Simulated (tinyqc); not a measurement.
Full spectrum, Debye and Einstein heat capacities: Born-von Karman spring model of a cubic crystal with one atom per cell. Computed by tinyqc, a small Python program. Command: `OMP_NUM_THREADS=1 python tinyqc.py 3022234 3022235 out.jsonl springs walk`. One thread of a shared host (Intel(R) Xeon(R) Processor @ 2.30GHz), about 0.1 s of CPU time with the checks.

First neighbours lie at a/2 (1,1,1) (8 of them), second at a (1,0,0) (6), with all permutations and signs; the volume per atom is Omega = a^3/2. Two shells of springs match a real metal only roughly, above all at the zone boundary.

Inputs (values chosen for the exercise, modelled on tungsten): lattice constant a = 3.165 angstrom; atomic mass M = 183.84 u; radial spring k1L = 5.09 eV/angstrom^2; transverse spring k1T = -0.19 eV/angstrom^2; radial spring k2L = 3.6 eV/angstrom^2; transverse spring k2T = -0.035 eV/angstrom^2.

Lattice: bcc.

Constants: 1 eV/angstrom^3 = 160.2176634 GPa; u = 1.6605390666e-27 kg; hbar = 1.054571817e-34 J s; k_B = 1.380649e-23 J/K; nu for 1 eV/(angstrom^2 u) = 15.6333042 THz; h x 1 THz = 4.135667696 meV; k_B = 8.617333262e-05 eV/K.

Method:
- [ij,kl] = (1/(2 Omega)) sum_R K_ij R_k R_l; C11 = [xx,xx], C44 = [xx,yy], C12 = 2 [xy,xy] - C44; B = (C11 + 2 C12)/3; Zener ratio A = 2 C44/(C11 - C12). K(R) = kL n n^T + kT (1 - n n^T).
- rho = M/Omega and v = sqrt(C/rho), with C = C11, C44, C44 along [100]; (C11 + C12 + 2 C44)/2, C44, (C11 - C12)/2 along [110]; (C11 + 2 C12 + 4 C44)/3 and twice (C11 - C12 + C44)/3 along [111].
- Christoffel matrix G_xx = C11 n_x^2 + C44 (1 - n_x^2), G_xy = (C12 + C44) n_x n_y, with eigenvalues rho v^2; v_m^-3 is the mean of v^-3 over three branches and all directions (12 Gauss-Legendre points in cos(theta) times 24 angles phi = (j + 1/2) pi/12); q_D = (6 pi^2/Omega)^(1/3); Theta = hbar v_m q_D/k_B.
- A neighbour at R with unit vector n couples by the matrix K(R) = kL n n^T + kT (1 - n n^T), and D(q) = (1/M) sum_R K(R) [1 - cos(q.R)].
- An eigenvalue lambda of D in eV/(angstrom^2 u) gives nu = 15.6333042 THz x sqrt(lambda).
- Mesh: q = sum_i (m_i + 1/2)/n b_i, m_i = 0..n-1, with b = [[0, 1, 1], [1, 0, 1], [1, 1, 0]] in 2 pi/a; sums are averages over the n^3 points (here n = 14), per atom.
- With x = h nu/(k_B T) and n = 1/(exp(x) - 1) for each mode: F = k_B T [x/2 + ln(1 - exp(-x))], U = k_B T x (n + 1/2), S/k_B = x n - ln(1 - exp(-x)), C/k_B = x^2 n (n + 1).
- Debye: C = 9 k_B (T/Theta)^3 int_0^(Theta/T) x^4 e^x/(e^x - 1)^2 dx with the elastic Theta. Einstein: three modes at the root-mean-square frequency. The last column is the Theta that makes the Debye formula give the full C at that T.

elastic Debye temperature = 377.960 K

root-mean-square frequency = 5.1072 THz

Heat capacity (k_B/atom):
```
T (K)  full spectrum   Debye  Einstein  Theta from C (K)
45            0.5742  0.3658    0.3869            314.60
68            1.2523  0.9219    1.1203            313.45
94            1.8183  1.4999    1.7525            314.25
130           2.2750  2.0346    2.2495            315.09
190           2.6234  2.4811    2.6164            315.74
280           2.8172  2.7435    2.8156            316.10
380           2.8986  2.8567    2.8981            316.25
570           2.9543  2.9351    2.9542            316.35
```

What follows from these numbers?

The apparent Theta runs from 313 to 316 K against the elastic 378 K; at high T it tends to sqrt(5/3) h nu_rms/k_B = 316 K. At the lowest T the Debye value is 0.64 and the Einstein value 0.67 times the full one; dispersion bends the branches below the sound lines, so the real spectrum has more low modes than Debye assumes. At the highest T Debye misses by 0.65 % and Einstein by 0.0035 %.

Extremes, crossings and ranges named in words are read from the listed rows.
